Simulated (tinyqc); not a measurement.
Gain of the pnp from the holding current.

Inverse problem. On state with both base-emitter voltages at Von: npn base current Ib = (Von/Rs + bp Von/Rw)/(bn bp - 1), holding current Ih = (bn + 1) Ib + Von/Rs. Find bp.

Values chosen for this exercise:
- bn = 13.8 (current gain of the npn)
- Rs = 70 ohm (substrate resistance shunting the npn)
- Rw = 710 ohm (well resistance shunting the pnp)
- Von = 0.84 V (base-emitter voltage in the on state)

Ih = 18.201782 mA

Solution. Ih gives Ib, and Ib (bn bp - 1) = Von/Rs + bp Von/Rw is linear in bp.

bp = 2.70

Program tinyqc, `OMP_NUM_THREADS=1 python tinyqc.py 2670008 2670009 out.jsonl`; Intel Xeon 2.30GHz, shared host, one thread, about 0.05 s.
